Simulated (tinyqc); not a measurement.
Hot electrons in a saturated n-channel MOSFET, lucky-electron model: two steps of the calculation.

Beyond pinch-off the lateral field grows as Esat cosh(y/l) over the velocity-saturated region (pseudo-two-dimensional model). Impact ionisation in this region gives the substrate current, which biases the body forward through Rsub. Currents are per width. Local-field laws: they overstate ionisation when the field peak is narrower than an energy relaxation length.

Values chosen for this exercise; values close to those of silicon n-channel devices:

| symbol | value | unit | meaning |
|---|---|---|---|
| L | 1.2 | um | channel length |
| tox | 24 | nm | oxide thickness |
| VT | 0.41 | V | threshold |
| vs | 7.6e6 | cm/s | saturation velocity |
| Ai | 2e6 | 1/cm | ionisation prefactor |
| Bi | 1.83 | MV/cm | ionisation field |
| Rd | 200 | ohm um | resistance of the lightly doped drain |
| Rsub | 19000 | ohm um | substrate resistance |
| kb | 0.28 |  | fall of VT per volt of forward body bias |
| lm | 9.2 | nm | hot-electron mean free path |
| pb | 3.2 | V | oxide barrier |
| Cg | 0.0025 |  | prefactor of the gate current |
| m | 3 |  | lifetime exponent |
| Hl | 730 | s uA/um | lifetime constant |
| Vd | 5.1 | V | drain voltage |
| Vg | 2.9 | V | gate voltage |

Constants: eps0 = 8.8541878128e-14 F/cm where lengths are in cm. Results are converted to the units shown.

Problem 1. Body bias from the substrate current. Cox = 3.9 eps0/tox. Overdrive g = Vg - VT + kb Vb; Vdsat = g Esat L/(g + Esat L); Id = Cox vs (g - Vdsat); dV = Vd - Id Rd - Vdsat; Em = sqrt((dV/l)^2 + Esat^2); Isub = Id (Ai/Bi) l Em exp(-Bi/Em). Vb(new) = Rsub Isub.

Vb at the start = 0 V
l = 156.46086 nm
Esat = 0.038974359 MV/cm

Find: Vdsat; Id; dV; Em; Isub; Vb after iteration 1.

Solution 1.

Vdsat = 1.625 V
Id = 94.60 uA/um
dV = 3.456 V
Em = 0.2243 MV/cm
Isub = 0.1039 uA/um
Vb after iteration 1 = 0.001974 V

Problem 2. Gate current, lifetime and channel shortening. Ig = Cg Id exp(-pb/(lm Em)); lifetime tau = (Hl/Id)(Isub/Id)^(-m); length of the saturated region dL = l ln[(dV/l + Em)/Esat]. 1 year = 3.15576e7 s.

Id = 94.632624 uA/um
dV = 3.4559375 V
Em = 0.22429406 MV/cm
Isub = 0.10386375 uA/um
l = 156.46086 nm
Esat = 0.038974359 MV/cm

Give: Isub/Id; Ig; tau; dL.

Solution 2.

Isub/Id = 0.001098
Ig = 0.04356 pA/um
tau = 184.9 years
dL = 381.1 nm

The lifetime exceeds ten years.

tinyqc, about 0.01 s, one thread, Intel Xeon 2.30GHz (shared host): `OMP_NUM_THREADS=1 python tinyqc.py 2550089 2550090 out.jsonl`
